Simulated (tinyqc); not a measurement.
From results back to parameters: deformation-potential model of the Delta valleys of a conduction band. Two cases, with inputs chosen for the exercise.

Problem. A uniaxial tension X1 along [100] acts on valleys along x, y, z, with shifts dE = Xd tr(e) + Xu a.e.a and Boltzmann shares. The ratio of the share of the y valleys to that of the x valleys is given.

s11 = (C11 + C12)/((C11 - C12)(C11 + 2 C12)), s12 = -C12/((C11 - C12)(C11 + 2 C12)), s44 = 1/C44; exx = s11 sxx + s12 (syy + szz) and cyclic, exy = s44 sxy/2; tension is positive. A uniaxial stress X along the unit vector n is s_ij = X n_i n_j. Biaxial (001) means sxx = syy = X.

Constants: kB = 8.617333262e-05 eV/K.

Find: splitting dE_x - dE_y; Xu.

Method. The splitting is kT ln(n_y/n_x), and it equals Xu (exx - eyy) = Xu (s11 - s12) X1; Xd drops out.

Case 1.

Values chosen (near those of Si; the results hold for these values, not for the real material): C11 = 167 GPa; C12 = 63.3 GPa; C44 = 79.7 GPa; X1 = 0.5 GPa (size of the stress); T = 150 K (temperature).

n_y/n_x = 33.07862

Solution.

splitting dE_x - dE_y = 45.23 meV
Xu = 9.38 eV

Case 2.

Values chosen (near those of Si; the results hold for these values, not for the real material): C11 = 166 GPa; C12 = 62.1 GPa; C44 = 79.5 GPa; X1 = 1.4 GPa (size of the stress); T = 150 K (temperature).

n_y/n_x = 11036.14

Solution.

splitting dE_x - dE_y = 120.33 meV
Xu = 8.93 eV

Computed by tinyqc, one run a case: `OMP_NUM_THREADS=1 python tinyqc.py N N+1 out.jsonl` with N = 1080210, 1080754; one thread of a shared Intel(R) Xeon(R) Processor @ 2.30GHz, about 0.04 s a run at most.
